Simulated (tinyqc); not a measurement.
Strain and the order of the valence edges: six-band k.p model of the valence band of a wurtzite crystal.

At k = 0: E1 = D1c + D2c + Te + Le (pure HH); E2, E3 = Le + u +/- sqrt(u^2 + 2 D3c^2), u = (D1c - D2c + Te)/2, D1c = Dcr, D2c = D3c = Dso/3. The weight of LH in state 2 is fL = (E2 - Le)^2/((E2 - Le)^2 + 2 D3c^2). Relative strengths of transitions to the conduction band: for E perpendicular to c (TE) 1/2, fL/2, (1 - fL)/2; for E along c (TM) 0, 1 - fL, fL, with one momentum element for both directions.

Strain of a c-plane layer: exx = eyy = e_par, ezz = -2 (C13/C33) e_par; Le = D1 ezz + D2 (exx + eyy), Te = D3 ezz + D4 (exx + eyy).

Conduction edge: Ec = (top of the unstrained valence band) + Eg + (a1 + D1) ezz + (a2 + D2)(exx + eyy).
Constants: kB = 8.617333262e-05 eV/K.

Inputs chosen for the exercise (near those of GaN; the results hold for these values, not for the real material):
- Dcr = 0.0184 eV (crystal-field splitting)
- Dso = 0.0178 eV (spin-orbit splitting)
- Eg = 3.535 eV (direct gap at Gamma from the top of the unstrained valence band)
- a1 = -5.12 eV (gap potential along c)
- a2 = -11.15 eV (gap potential in the plane)
- D1 = -3.8 eV
- D2 = 4.62 eV
- D3 = 8.42 eV
- D4 = -4.05 eV
- C13 = 107 GPa
- C33 = 395 GPa
- T = 400 K (temperature)

Edges from the unstrained top. Degree of polarisation (TE - TM)/(TE + TM), each state weighted by exp(E/kT) alone (equal densities of states).

Results:

| e_par (%) | E1 (meV) | E2 (meV) | E3 (meV) | fL | lowest transition (eV) | polarisation |
|---|---|---|---|---|---|---|
| -1.20 | 16.4 | 4.9 | -160.3 | 0.997 | 3.6174 | 0.982 |
| -0.90 | 12.3 | 1.0 | -126.6 | 0.996 | 3.5968 | 0.953 |
| -0.60 | 8.2 | -2.9 | -92.9 | 0.991 | 3.5762 | 0.871 |
| -0.30 | 4.1 | -6.4 | -59.6 | 0.974 | 3.5556 | 0.666 |
| 0.00 | 0.0 | -7.6 | -28.6 | 0.798 | 3.5350 | 0.257 |
| 0.30 | -4.1 | 12.1 | -18.5 | 0.082 | 3.4982 | -0.273 |
| 0.60 | -8.2 | 44.5 | -21.1 | 0.017 | 3.4411 | -0.677 |
| 0.90 | -12.3 | 78.0 | -24.8 | 0.007 | 3.3829 | -0.877 |
| 1.20 | -16.4 | 111.8 | -28.7 | 0.004 | 3.3245 | -0.956 |

What does the comparison show, and why?

E1 = E2 requires Dcr + Te = 0, which here falls at e_par = 0.15 %, inside the sweep: state 1 is on top for smaller e_par and state 2 beyond. The polarisation goes from +0.98 to -0.96 and changes sign between 0.00 and 0.30 %; the lowest transition moves by -122 meV per 1 % on average.

Program tinyqc; command `OMP_NUM_THREADS=1 python tinyqc.py 1050662 1050663 out.jsonl`; about 0.01 s on one thread of a shared Intel(R) Xeon(R) Processor @ 2.30GHz.
